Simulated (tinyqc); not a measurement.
# Configuration-coordinate model of a defect: Huang-Rhys factor and luminescence line shape, step by step

A worked calculation. Computed by tinyqc, a small Python program that keeps every step. Command: `OMP_NUM_THREADS=1 python tinyqc.py 3013894 3013895 out.jsonl ccline walk`. One thread of a shared host (Intel(R) Xeon(R) Processor @ 2.30GHz), about 0.02 s of CPU time with the checks. Intermediate numbers are printed to about 5 digits and carried at full precision; extremes and crossings named in words are read from the listed rows.

Ground state E_g(Q) = (1/2) omega_g^2 Q^2; excited state E_e(Q) = E_0 + (1/2) omega_e^2 (Q - dQ)^2 with omega_e = omega_g and E_0 = E_ZPL. Q is mass-weighted; the dipole does not depend on Q (Condon approximation).

Inputs (values chosen for the exercise, for a model defect):
```
quantity                          value              unit
zero-phonon energy E_ZPL           0.96                eV
displacement dQ                   0.469  u^(1/2) angstrom
ground-state phonon hbar omega_g   23.9               meV
temperature T                        50                 K
refractive index n_r               3.38                 -
transition dipole mu                1.1        e angstrom
quenching prefactor nu_0          9e+11               1/s
```

Modes: equal frequencies in both states.

Constants: hbar^2/u = 4.18015928e-03 eV angstrom^2; k_B = 8.617333262e-05 eV/K; hbar = 6.582119569e-16 eV s; e = 1.602176634e-19 C; eps_0 = 8.8541878128e-12 F/m; hbar = 1.054571817e-34 J s; c = 299792458 m/s.

## Huang-Rhys factors and vertical energies

S = hbar omega dQ^2/(2 hbar^2/u) for each state; relaxation energy S hbar omega; absorption at E_0 + S_e hbar omega_e, emission at E_0 - S_g hbar omega_g; the Stokes shift is their difference.

S_g = 0.62881

S_e = 0.62881

relaxation energy, ground state = 0.015029 eV

relaxation energy, excited state = 0.015029 eV

vertical absorption energy = 0.97503 eV

vertical emission energy = 0.94497 eV

Stokes shift = 0.030057 eV

The coupling is weak: at low temperature the zero-phonon line is the strongest line.

## Emission lines at zero temperature

From the lowest excited level the line to ground level n lies at E_ZPL - n hbar omega_g with Franck-Condon weight exp(-S) S^n/n!; the emitted intensity carries a further factor E^3. S = S_g; up to eleven lines, of positive energy only, from n = max(0, integer part of S - 5).

Lines:
```
n   energy (eV)      weight  intensity / largest
0        0.9600  5.3322e-01           1.0000e+00
1        0.9361  3.3530e-01           5.8301e-01
2        0.9122  1.0542e-01           1.6962e-01
3        0.8883  2.2096e-02           3.2830e-02
4        0.8644  3.4736e-03           4.7556e-03
5        0.8405  4.3685e-04           5.4982e-04
6        0.8166  4.5783e-05           5.2845e-05
7        0.7927  4.1127e-06           4.3424e-06
8        0.7688  3.2326e-07           3.1137e-07
9        0.7449  2.2586e-08           1.9788e-08
10       0.7210  1.4202e-09           1.1283e-09
```

The weight peaks at n = 0 and the intensity at n = 0.

## Band at temperature T

Overlaps <m_e|n_g> of harmonic-oscillator functions (Hermite recursion, positive leading coefficients) by a sum over an even grid (700 points from x = -9 to 9 + d for the small table, 1500 points from -16 to 16 + d for the thermal sums), with x = Q sqrt(omega_g/hbar), d = sqrt(2 S_g) and frequency ratio omega_e/omega_g. Initial levels m = 0..24 carry Boltzmann weights exp(-m hbar omega_e/k_B T), normalised; final levels n = 0..79; a line lies at E_ZPL + m hbar omega_e - n hbar omega_g with weight w_m <m|n>^2. Moments are taken over these weights without the E^3 factor; FWHM = 2 sqrt(2 ln 2) x standard deviation; the zero-phonon weight is the sum of w_m <m|m>^2.

mean emission energy = 0.94497 eV

FWHM from the second moment = 0.044803 eV

zero-phonon weight = 0.53143

skewness = -1.2464

Caution: for small S the spectrum is a set of resolved lines, and a Gaussian width has little meaning.

## Crossing, radiative lifetime and thermal quenching

The curves cross at the root Q_c nearest dQ; the barrier is (1/2) omega_e^2 (Q_c - dQ)^2, with (1/2) omega^2 = (hbar omega)^2/(2 hbar^2/u). k_r = n_r omega^3 mu^2/(3 pi eps_0 hbar c^3) at the vertical emission energy, without local-field correction; k_nr = nu_0 exp(-barrier/k_B T) (Mott-Seitz); yield = k_r/(k_r + k_nr); T_1/2 = barrier/(k_B ln(nu_0/k_r)).

Q_c = 15.214 u^(1/2) angstrom

classical barrier = 14.855 eV

radiative lifetime = 76.327 ns

luminescence yield = 1

quenching temperature T_1/2 = 15478 K

The barrier is so high that this route does not halve the yield below 1000 K. Caution: the curves cross far outside the range of the harmonic model, so the barrier and T_1/2 have no quantitative meaning.

## Width and zero-phonon weight against temperature

For comparison: FWHM(0) sqrt(coth(hbar omega_e/2 k_B T)) with FWHM(0) from the first row, and exp(-S_g coth(hbar omega_e/2 k_B T)).

Against temperature:
```
T (K)  mean energy (eV)  FWHM (eV)  coth law (eV)  zero-phonon weight  exp(-S coth)
14              0.94497   0.044629       0.044629             0.53322       0.53322
42              0.94497   0.044689       0.044689             0.53260       0.53232
83              0.94497   0.046237       0.046237             0.51687       0.50919
140             0.94497   0.051274       0.051274             0.46863       0.43604
220             0.94497   0.059729       0.059729             0.39896       0.32422
330             0.94497   0.070820       0.070820             0.32882       0.20527
470             0.94497   0.083338       0.083338             0.27316       0.11162
```

The width grows by a factor 1.87, flat while k_B T is well below hbar omega and as sqrt(T) above; for equal frequencies the coth law is exact. The mean energy stays fixed, as it must for equal frequencies. The zero-phonon weight goes from 0.533 to 0.273; the single exponential assumes equal frequencies, leaves out lines that absorb and emit the same number of phonons, and falls to 0.112.

Checks made by the program: grid overlaps at equal frequencies against the Poisson weights (relative difference below 1e-10); width at T against the coth law (relative difference below 1e-10).
